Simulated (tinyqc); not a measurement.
# Resistance of a circular point contact between the ballistic and the diffusive limit: effects of single changes

Two half-spaces of a free-electron metal (one valley, spin 2) meet through a circular opening of radius a in an insulating sheet.

Parameters, values chosen for the exercise: free-electron density n = 7.8e20 cm^-3; mean free path l = 16 nm; radius of the opening a = 1.1 nm.

Constants: q = 1.602176634e-19 C, hbar = 1.054571817e-34 J s. Results are converted to the units shown.

Each table varies one quantity; the others keep the values above.

## Effect of the radius

kF = (3 pi^2 n)^(1/3), resistivity rho = hbar kF/(n q^2 l). Maxwell: RM = rho/(2 a); Sharvin: RS = 4 rho l/(3 pi a^2); interpolation R = RS + gamma RM, gamma = (1 + 0.83 K)/(1 + 1.33 K), K = l/a.

Result of one run:

| a (nm) | K = l/a | RM (ohm) | RS (ohm) | R (ohm) |
|---|---|---|---|---|
| 26 | 0.6154 | 18.03 | 9.417 | 24.39 |

What becomes of these results when the radius of the opening a is changed from 26 to 3.1 nm, all else the same?

Result of the changed run:

| a (nm) | K = l/a | RM (ohm) | RS (ohm) | R (ohm) |
|---|---|---|---|---|
| 3.1 | 5.161 | 151.2 | 662.4 | 764.0 |

The whole series:

| a (nm) | K = l/a | RM (ohm) | RS (ohm) | R (ohm) |
|---|---|---|---|---|
| 1.5 | 10.67 | 312.5 | 2829 | 3032 |
| 3.1 | 5.161 | 151.2 | 662.4 | 764.0 |
| 6.3 | 2.540 | 74.40 | 160.4 | 213.2 |
| 13 | 1.231 | 36.06 | 37.67 | 65.31 |
| 26 | 0.6154 | 18.03 | 9.417 | 24.39 |
| 53 | 0.3019 | 8.844 | 2.266 | 10.16 |
| 110 | 0.1455 | 4.261 | 0.5261 | 4.528 |
| 220 | 0.07273 | 2.131 | 0.1315 | 2.191 |
| 450 | 0.03556 | 1.042 | 0.03144 | 1.055 |

R falls from 3030 to 1.06 ohm, as a^(-1.90) between the first two rows and a^(-1.02) between the last two (Sharvin -2, Maxwell -1). RM equals RS at a = 8 l/(3 pi) = 13.6 nm. In 2 of the 9 rows kF a is below 10, where the smooth Sharvin count is off by about 2/(kF a), a fifth or more.

## Effect of the mean free path

Same model as above.

The same in every row: RS (ohm) = 5261.0.

Effect of the mean free path:

| l (nm) | K = l/a | RM (ohm) | R (ohm) |
|---|---|---|---|
| 0.061 | 0.055455 | 1.1177e5 | 1.1414e5 |
| 0.17 | 0.15455 | 40105 | 42795 |
| 0.45 | 0.40909 | 15151 | 18405 |
| 1.2 | 1.0909 | 5681.5 | 9678.1 |
| 3.3 | 3.0000 | 2066.0 | 6706.0 |
| 9 | 8.1818 | 757.53 | 5757.7 |
| 24 | 21.818 | 284.07 | 5441.9 |

What does the table show?

R falls from 1.14e5 to 5440 ohm. RS stays at 5260 ohm, since rho l depends on n alone, and R is 3.4 % above it in the last row: a cleaner metal cannot lower R below the Sharvin value. In every row kF a is below 10, where the smooth Sharvin count is off by about 2/(kF a), a fifth or more.

Numbers from tinyqc (`OMP_NUM_THREADS=1 python tinyqc.py 2760003 2760004 out.jsonl`; about 0.01 s on one thread of a shared Intel Xeon 2.30GHz).
